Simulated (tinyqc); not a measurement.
Trap in a gate oxide as a short-range spherical well: sweeps and comparisons. A value that a table varies takes the place of the one given here.

A spherical well of radius R and depth V0 below the conduction edge, one mass m, c = hbar^2/2m0. The s level at binding Et solves k cot(k R) = -kappa with k = sqrt(m (V0 - Et)/c), kappa = sqrt(m Et/c); it exists for V0 > Vc = c (pi/2R)^2/m. Outside, psi falls as exp(-kappa r)/r.

Lucovsky model (delta well, plane-wave final states, no local-field factor): sigma = (32 pi alpha c/(3 n_r m Et)) (x - 1)^(3/2)/x^3, x = h nu/Et, c = hbar^2/2m0; 1 angstrom^2 = 1e-16 cm^2.

Energies from the conduction edge of the channel. The trap level at depth x is E_T = dEc - Et - e Fox x (1 MV/cm = 0.01 eV/angstrom). An electron at the channel edge tunnels with the WKB exponent S = (4/3) sqrt(m/c) [dEc^(3/2) - (dEc - e Fox x)^(3/2)]/(e Fox), c = hbar^2/2m0; tau = t0 exp(S); the occupation is f = 1/(1 + exp((E_T - EF)/kB T)), tau_c = tau/f and tau_e = tau/(1 - f). Lattice relaxation is left out; a level below the channel edge needs phonons as well, so tau is then a lower bound, while a level above it can also empty elastically at its own energy, through a thinner barrier, faster than this tau.

Constants: hbar^2/2m0 = 3.80998211 eV angstrom^2; fine-structure constant alpha = 0.007297352564; kB = 8.617333262e-05 eV/K.

Inputs chosen for the exercise (near those of SiO2 on Si; shifted at random, so the results belong to these values and not to a real crystal): R = 4.9 angstrom (radius of the well); m = 0.428 m0 (mass); fV = (1.05, 1.1, 1.33, 1.59, 2.41, 2.97, 5.7) (V0/Vc); n_r = 1.49 (refractive index); xs = (1.08, 1.18, 1.6, 1.76, 2.1, 2.9, 3.72, 7.19) (photon energies h nu/Et); dEc = 3.14 eV (conduction offset to the channel); Fox = 6.9 MV/cm (oxide field, lowering levels away from the channel); t0 = 0.44 x 1e-11 s (time constant at the interface); T = 200 K (temperature); EF = 0.08 eV (Fermi level above the channel edge); ds = (2, 4, 7, 10, 14, 19) angstrom (depths); V0 = 4.71 eV (depth of the well); x = 11 angstrom (depth of the trap).

## From threshold to a deep level

Et against the depth at fixed R; near threshold Et = (pi^2/16)(V0 - Vc)^2/Vc.

Results:
```
V0/Vc  V0 (eV)   Et (eV)  threshold form (eV)  1/kappa (angstrom)  share outside
1.05     0.961  0.001361             0.001411                80.9          0.942
1.10     1.006  0.005259             0.005643                41.1          0.889
1.33     1.217   0.04964              0.06145                13.4          0.702
1.59     1.455    0.1383               0.1964                 8.0          0.562
2.41     2.205    0.5662                1.122                 4.0          0.332
2.97     2.717    0.9297                2.190                 3.1          0.255
5.70     5.214     3.016                12.47                 1.7          0.109
```

The threshold form holds to 10 % up to V0/Vc = 1.10 of those listed. There the state is mostly outside the well (94 % in the first row) and knows only Et, which is why a delta-well model works; more than half is inside from V0/Vc = 2.41 on. A second s level would need V0/Vc > 9.

## Neutral against charged centre

Et = 2.57077 eV

Lucovsky cross-section, its shape relative to the peak, and the shape of a hydrogen-like centre relative to threshold: x^-4 exp(4 - 4 atan(e)/e)/(1 - exp(-2 pi/e)), e = sqrt(x - 1).

Results:
```
x     h nu (eV)  sigma (1e-18 cm^2)  relative to peak  hydrogen-like
1.08      2.776                1.02             0.144          0.814
1.18      3.034                2.64             0.372          0.641
1.60      4.113                6.45             0.908          0.277
1.76      4.525                6.91             0.972          0.212
2.10      5.399                7.08             0.997          0.129
2.90      7.455                6.10             0.859          0.051
3.72      9.563                4.95             0.697          0.024
7.19     18.484                2.35             0.331          0.003
```

The short-range centre starts from zero, reaches half its peak at x = 1.24 and peaks at x = 2; in the last row it still has 33 % of the peak. The Coulomb centre is largest at threshold and is down to 0.3 % there. Reading the peak as the threshold would misplace the level by a factor 2, here 2.57 eV. Rows above the gap, about 9 eV, are hidden by band-to-band absorption.

## Depth of the trap

Each depth has its own level and time; the corner frequency is 1/(2 pi tau).

Results:
```
x (angstrom)  E_T (eV)      S  tau (s)  corner (Hz)      f
2                0.431   2.35  4.6e-11      3.5e+09  0.000
4                0.293   4.65  4.6e-10      3.5e+08  0.000
7                0.086   7.99  1.3e-08      1.2e+07  0.411
10              -0.121  11.20  3.2e-07      4.9e+05  1.000
14              -0.397  15.28  1.9e-05      8.4e+03  1.000
19              -0.742  20.02   0.0022           73  1.000
```

tau spans 7.7 decades, one decade for each 2.01 angstrom at the start and 2.43 at the end, where the field has thinned the barrier. Traps spread evenly in depth are thus spread nearly evenly in ln tau; if levels near EF exist at every depth, this sums to 1/f noise and to charging that grows as ln t. With the single Et of this table only depths where f is neither 0 nor 1 contribute. The level crosses EF between 7 and 10 angstrom.

## What each parameter does

Et from the well, then the level and the time. Each row changes one parameter from the base and keeps the others.

Results:
```
case             Et (eV)  E_T (eV)  log10 tau (s)  ln(tau_c/tau_e)
base               2.571    -0.190          -6.04            -15.7
x = 13 angstrom    2.571    -0.328          -5.15            -23.7
Fox = 7.9 MV/cm    2.571    -0.300          -6.09            -22.0
dEc = 2.89 eV      2.571    -0.440          -6.29            -30.2
m = 0.471 m0       2.716    -0.335          -5.78            -24.1
V0 = 4.95 eV       2.782    -0.401          -6.04            -27.9
T = 250 K          2.571    -0.190          -6.04            -12.5
EF = 0.13 eV       2.571    -0.190          -6.04            -18.6
```

The largest shifts from the base row, up to three for each result and ties (the steps differ in size, so this ranks the rows, not the parameters). Et (eV): V0 +0.211, m +0.145; unchanged at the printed digits by x, Fox, dEc, T and EF. E_T (eV): dEc -0.250, V0 -0.211, m -0.145; unchanged at the printed digits by T and EF. log10 tau (s): x +0.89, m +0.26, dEc -0.25; unchanged at the printed digits by V0, T and EF. ln(tau_c/tau_e): dEc -14.5, V0 -12.2, m -8.4.

Run: tinyqc, `OMP_NUM_THREADS=1 python tinyqc.py 1252690 1252691 out.jsonl`; Intel(R) Xeon(R) Processor @ 2.30GHz, one thread, shared host; about 0.01 s of CPU time with all checks.
